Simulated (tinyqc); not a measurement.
FinFET, parasitic resistance, capacitance and delay: two steps of the calculation.

Nf fins under one contact; each has gated perimeter p = 2 Hf + Wf and cross-section A = Hf Wf; contact width Wc = Nf pf, stack height Hs = Hf. Contact length Lc = CPP - Lg - 2 Lsp, shared by two neighbouring gates. Source and drain sides are equal. The formulas are first-order estimates, not field solutions.

Parameters, values chosen for the exercise; values close to those of silicon logic devices:
- T = 300 K (temperature)
- Hf = 60 nm (fin height)
- Wf = 8 nm (fin width)
- Lg = 18 nm (gate length)
- Cinv = 3.4 uF/cm^2 (inversion capacitance)
- vx = 1.4e7 cm/s (injection velocity)
- mu = 130 cm^2/(V s) (apparent mobility)
- VT = 0.28 V (threshold at zero drain voltage)
- dl = 0.032 V/V (barrier lowering)
- n = 1.19 (subthreshold factor)
- Vdd = 0.6 V (supply voltage)

Constants: q = 1.602176634e-19 C, kB = 1.380649e-23 J/K, Vt = kB T/q. Results are converted to the units shown.

Question 1. Fin currents at Vgs = Vdd, Vds = Vdd/2. One fin: I = p Q vx u/(1 + |u|^1.8)^(1/1.8), Q = Cinv n Vt ln(1 + exp((Vg' - VT + dl Vd')/(n Vt))), u = Vd' mu/(vx Lg), Vg' = Vgs - v, Vd' = Vds - 2 v, with the drop on each side v = Rc (sum of I) + Rx I. I(new) = I + 0.5 (I(out) - I).

I after iteration 1 (uA): fin 1 81.506542, fin 2 81.506542, fin 3 81.506542, fin 4 81.506542
Rc = 193.07192 ohm
Rx = 114.58333 ohm

Give: drop v; I(out); I after iteration 2.

Answer 1.

drop v (mV): fin 1 72.29, fin 2 72.29, fin 3 72.29, fin 4 72.29
I(out) (uA): fin 1 92.78, fin 2 92.78, fin 3 92.78, fin 4 92.78
I after iteration 2 (uA): fin 1 87.15, fin 2 87.15, fin 3 87.15, fin 4 87.15

Question 2. Effective current, delay and energy. Ieff = (IH + IL)/2, delay CL Vdd/(2 Ieff), energy CL Vdd^2, with CL the load of an inverter that drives an equal one.

IH = I(Vdd, Vdd/2) = 348.70345 uA
IL = I(Vdd/2, Vdd), solved likewise = 76.229788 uA
CL = 1817.0546 aF

Find: Ieff; delay; energy.

Answer 2.

Ieff = 212.5 uA
delay = 2.566 ps
energy = 654.1 aJ

Program tinyqc, `OMP_NUM_THREADS=1 python tinyqc.py 2170070 2170071 out.jsonl`; Intel Xeon 2.30GHz, shared host, one thread, about 0.03 s.
